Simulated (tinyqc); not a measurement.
# Hexagonal on-chip spiral inductor, lumped pi model: what changes with what

Outer diameter do = di + 2 n wd + 2 (n - 1) sp, mean da = (do + di)/2, fill p = (do - di)/(do + di), length l = 3.464 n da. L = 2.33 mu0 n^2 da/(1 + 3.82 p), mu0 = 4 pi 1e-7 H/m. Rs = rho l/(wd delta (1 - exp(-th/delta))), delta = sqrt(rho/(pi f mu0)). Cs = n wd^2 eps0 eo/hu across the coil. At each end Cox = l wd eps0 eo/(2 ho) leads to the substrate branch Rsi = 2 rs he/(l wd) in parallel with Csi = l wd eps0 11.7/(2 he). With one end grounded Y = 1/(Rs + i w L) + i w Cs + 1/[1/(i w Cox) + 1/(1/Rsi + i w Csi)], w = 2 pi f; Q = -Im Y/Re Y. Eddy currents in neighbouring turns and in the substrate are left out.

Values chosen for this exercise; values of the order met in silicon radio-frequency processes:
- n = 6.5 (number of turns)
- wd = 20 um (line width)
- sp = 3 um (space between turns)
- di = 80 um (inner diameter)
- th = 3 um (metal thickness)
- rho = 2.2 uohm cm (metal resistivity)
- ho = 7.5 um (oxide below the coil)
- hu = 1.4 um (oxide between coil and underpass)
- eo = 4.1 (relative permittivity of the oxide)
- rs = 1000 ohm cm (substrate resistivity)
- he = 50 um (effective spreading depth in the substrate)
- f = 1.3 GHz (frequency)

Constants: eps0 = 8.8541878128e-12 F/m. Results are converted to the units shown.

Each table varies one quantity; the others keep the values above.

## Quality factor against frequency

Apparent inductance Im(1/Y)/w; share of the loss Re(substrate branch)/Re Y.

Quality factor against frequency:

| f (GHz) | Rs (ohm) | w L/Rs | Q | apparent inductance (nH) | loss in the substrate (%) |
|---|---|---|---|---|---|
| 0.078 | 2.221 | 1.781 | 1.780 | 8.074 | 0.03436 |
| 0.13 | 2.331 | 2.829 | 2.824 | 8.077 | 0.09317 |
| 0.21 | 2.467 | 4.318 | 4.298 | 8.087 | 0.2307 |
| 0.34 | 2.648 | 6.514 | 6.442 | 8.113 | 0.5616 |
| 0.56 | 2.898 | 9.802 | 9.528 | 8.186 | 1.378 |
| 0.92 | 3.236 | 14.42 | 13.42 | 8.390 | 3.264 |
| 1.5 | 3.688 | 20.63 | 17.18 | 8.978 | 7.288 |
| 2.4 | 4.279 | 28.45 | 17.94 | 10.89 | 14.78 |
| 4 | 5.159 | 39.33 | 7.822 | 28.56 | 28.54 |

Read the table: what changes, and by how much?

Q goes from 1.78 through a maximum of 17.9 (at f = 2.4 GHz among the rows listed) to 7.82; the exact peak is 18.3 at 2.06 GHz and Q reaches zero at the self-resonance, 4.71 GHz. The share of the substrate rises from 0.0344 to 28.5 %, and the apparent inductance ends at 3.54 times L. At the peak the substrate takes 11.9 % of the loss.

## Effect of the line width

Same model as above.

Peak Q and its frequency from a search over f; self-resonance where Im Y = 0; Q at the given f (negative beyond resonance).

Effect of the line width:

| wd (um) | L (nH) | do (um) | peak Q | f of the peak (GHz) | self-resonance (GHz) | Q at f |
|---|---|---|---|---|---|---|
| 2 | 6.676 | 139.0 | 10.37 | 13.30 | 29.84 | 3.177 |
| 4 | 6.517 | 165.0 | 14.02 | 8.488 | 19.05 | 5.523 |
| 6 | 6.536 | 191.0 | 15.94 | 6.305 | 14.15 | 7.468 |
| 9 | 6.732 | 230.0 | 17.42 | 4.523 | 10.16 | 9.955 |
| 13 | 7.150 | 282.0 | 18.21 | 3.227 | 7.274 | 12.72 |
| 18 | 7.794 | 347.0 | 18.38 | 2.316 | 5.260 | 15.40 |
| 25 | 8.802 | 438.0 | 17.96 | 1.600 | 3.691 | 17.44 |

As wd goes from 2 to 25, L goes from 6.68 through a minimum of 6.52 (at wd = 4 among the rows listed) to 8.80 nH, the peak Q goes from 10.4 through a maximum of 18.4 (at wd = 18 among the rows listed) to 18.0, its frequency falls from 13.3 to 1.60 GHz and the self-resonance falls from 29.8 to 3.69 GHz.

Numbers from tinyqc (`OMP_NUM_THREADS=1 python tinyqc.py 2302080 2302081 out.jsonl`; about 0.01 s on one thread of a shared Intel Xeon 2.30GHz).
